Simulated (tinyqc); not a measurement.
Inside a calculation: optical gain and spontaneous emission in a bulk direct-gap semiconductor. Values are carried at full precision from step to step, so a last printed digit may differ when a step is redone from the rounded ones.

F_j(eta) = (1/Gamma(j + 1)) integral_0^infinity x^j dx/(1 + exp(x - eta)), which tends to exp(eta) for eta << 0.

Quasi-Fermi levels: n = Nc F_1/2(Fc/kT) and p = Nv F_1/2(Fv/kT), Fc counted up from the conduction edge and Fv down from the valence edge; Nc, Nv from N = 2 (m kB T/(4 pi c))^(3/2) with c = hbar^2/2m0, in 1/angstrom^3; times 1e24 for 1/cm^3, with me and (mhh^(3/2) + mlh^(3/2))^(2/3).

Constants: hbar^2/2m0 = 3.80998211 eV angstrom^2; kB = 8.617333262e-05 eV/K; fine-structure constant alpha = 0.007297352564; hbar = 6.58211957e-16 eV s; hbar c = 1973.269805 eV angstrom.

Values chosen for the exercise (near those of GaAs; not measured data):
- me = 0.0677 m0 (electron mass)
- mhh = 0.499 m0 (heavy-hole mass)
- mlh = 0.078 m0 (light-hole mass)
- n = 3.3e+18 1/cm^3 (injected density, n = p)
- T = 400 K
- Eg = 1.466 eV (direct gap)
- Ep = 25.6 eV (Kane energy)
- nr = 3.56 (refractive index)
- E = 1.534 eV (photon energy)

## Quasi-Fermi levels

Solve for Fc and Fv.

kT = 0.034469 eV
Nc = 6.806e+17 1/cm^3
Nv = 1.446e+19 1/cm^3
Fc = 0.1100 eV
Fv = -0.0482 eV
Fc + Fv = 0.0619 eV

The separation of the quasi-Fermi levels exceeds the gap, so photons between Eg and Eg + (Fc + Fv) see gain. The quasi-Fermi level of the electrons lies inside the band, that of the holes in the gap.

## Absorption of the empty crystal

Parabolic bands, vertical transitions, no excitons. For each hole band j: mr = me mj/(me + mj); joint density of states J_j(E) = (mr/c)^(3/2) sqrt(E - Eg)/(2 pi^2), both spins, c = hbar^2/2m0; averaged matrix element |e.p|^2 = m0 Ep/6; alpha_j(E) = 4 pi^2 alpha_f c Ep J_j/(3 nr E) in 1/angstrom (alpha_f the fine-structure constant, listed as alpha among the constants), times 1e8 for 1/cm.

Evaluate at E for heavy and light holes.

mr, J and alpha of each hole band:
```
hole   mr (m0)  J (1/(eV angstrom^3))  alpha (1/cm)
heavy  0.05961              2.585e-05        4434.4
light  0.03624              1.226e-05        2102.2
```

The heavy-hole band gives 68 % of the total, 6537 1/cm.

## Occupations and gain at E

For band j the electron sits at Ee = (E - Eg) mr/me above its edge and the hole at Eh = (E - Eg) mr/mj; fe = 1/(1 + exp((Ee - Fc)/kT)), fh = 1/(1 + exp((Eh - Fv)/kT)); gain g = sum_j alpha_j (fe + fh - 1).

Use mr and alpha from the table.

Energies, occupations and gain of each hole band:
```
hole   Ee (eV)  Eh (eV)     fe     fh  g (1/cm)
heavy   0.0599   0.0081  0.811  0.163      -115
light   0.0364   0.0316  0.894  0.090       -33
```

total gain = -148 1/cm

E - Eg = 0.0680 eV is above Fc + Fv = 0.0619 eV, so both bands give loss (Bernard-Duraffourg).

## Spontaneous emission

Spontaneous rate: R = integral of (nr E/(hbar c))^2/(pi^2 hbar) sum_j alpha_j fe fh dE, with alpha in 1/cm and (nr E/(hbar c))^2 in 1/cm^2 (1e16 per 1/angstrom^2); B = R/(n p); lifetime n/R.

Integrate over photon energy.

R = 1.31e+27 1/(cm^3 s)
B = 1.20e-10 cm^3/s
radiative lifetime = 2.53 ns

## Checks

- B at n = 1e13 1/cm^3 against the van Roosbroeck-Shockley value from alpha and ni^2 (cm^3/s): both 1.69e-10.

tinyqc: `OMP_NUM_THREADS=1 python tinyqc.py 1650946 1650947 out.jsonl`; about 0.08 s, one thread, shared Intel(R) Xeon(R) Processor @ 2.30GHz.
